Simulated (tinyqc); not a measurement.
Changing the seed thickness t: electroplating on a thin resistive seed layer: kinetics, Wagner number and the terminal effect across a wafer. Computed by tinyqc, a small Python program. Command: `OMP_NUM_THREADS=1 python tinyqc.py 3121331 3121332 out.jsonl terminal sweep`. One thread of a shared host (Intel(R) Xeon(R) Processor @ 2.30GHz), about 0.04 s of CPU time with the checks.

Current enters the seed at the rim. The bath is treated as a local resistance per area (no lateral flow in the liquid), two electrons per ion, molar volume 7.11 cm^3/mol, Faraday constant F = e N_A, kinematic viscosity 0.01 cm^2/s, omega = 2 pi x rpm/60; k_B T/e is in volts.

Inputs (values chosen for the exercise, of the order of those for copper plating on a thin cobalt or ruthenium seed): wafer radius R = 15 cm; seed resistivity = 4 microohm cm; bath conductivity kappa = 0.52 S/cm; gap to the anode h = 3.9 cm; extra resistance of a porous plate = 280 ohm cm^2; exchange current density i_0 = 0.038 mA/cm^2; cathodic transfer coefficient alpha = 0.61; mean current density = 4.6 mA/cm^2; diffusivity of the metal ion = 4.5e-06 cm^2/s; metal ion concentration = 0.83 mol/L; rotation rate = 30 rpm; temperature T = 298 K.

Constants: e = 1.602176634e-19 C; N_A = 6.02214076e+23 1/mol; k_B = 8.617333262e-05 eV/K.

Method:
- Growth rate = i V_m/(2 F). Levich limit i_L = 0.62 x 2 F D^(2/3) omega^(1/2) nu^(-1/6) c. Tafel overpotential eta = (k_B T/(alpha e)) ln(i/i_0); kinetic resistance k_B T/(alpha e i); bath resistance h/kappa + plate; R_s = resistivity/t; Wagner number = kinetic resistance x kappa/R.
- Linearised: with R_t = kinetic + bath resistance the current density obeys (1/r)(r i')' = i R_s/R_t, so i = A I_0(r/l), l = sqrt(R_t/R_s); with x = R/l, edge/centre = I_0(x) and edge/mean = x I_0(x)/(2 I_1(x)).
- Voltage drop in the seed for a uniform current: i R_s R^2/4.
- Full model: seed potential phi(r) with (1/r)(r phi')' = R_s i, where i solves phi = R_b i + (k_B T/(alpha e)) ln(i/i_0) (phi being the driving voltage left at r); phi'(0) = 0 and phi'(R) = R_s i_mean R/2. Solved by collocation to a tolerance of 1e-7.

One run for each value:
```
seed thickness t (nm)  edge over centre, full model  edge over centre, linear  x = R/l  drop for uniform current (mV)
5.0                                           3.184                     3.199    2.463                           2070
9.1                                           2.022                     2.024    1.826                           1137
17.0                                          1.498                     1.498    1.336                            609
30.0                                          1.269                     1.269    1.006                            345
55.0                                          1.143                     1.143    0.743                            188
100.0                                         1.077                     1.077    0.551                            104
180.0                                         1.043                     1.043    0.411                             57
600.0                                         1.013                     1.013    0.225                             17
```

Give the missing row, seed thickness t (nm) = 330.0.

Computed row:
```
seed thickness t (nm)  edge over centre, full model  edge over centre, linear  x = R/l  drop for uniform current (mV)
330.0                                         1.023                     1.023    0.303                             31
```

Interpolating between the two neighbouring rows (the first column on a logarithmic scale, the others too where they are positive) misses by up to 0.42 %. Over the rows, edge over centre, full model falls from 3.18 to 1.01 (exponent d ln y / d ln x -0.76 between the first rows and -0.017 between the last); edge over centre, linear falls from 3.20 to 1.01 (exponent d ln y / d ln x -0.76 between the first rows and -0.017 between the last); x = R/l falls from 2.46 to 0.225 (exponent d ln y / d ln x about -0.50 throughout).
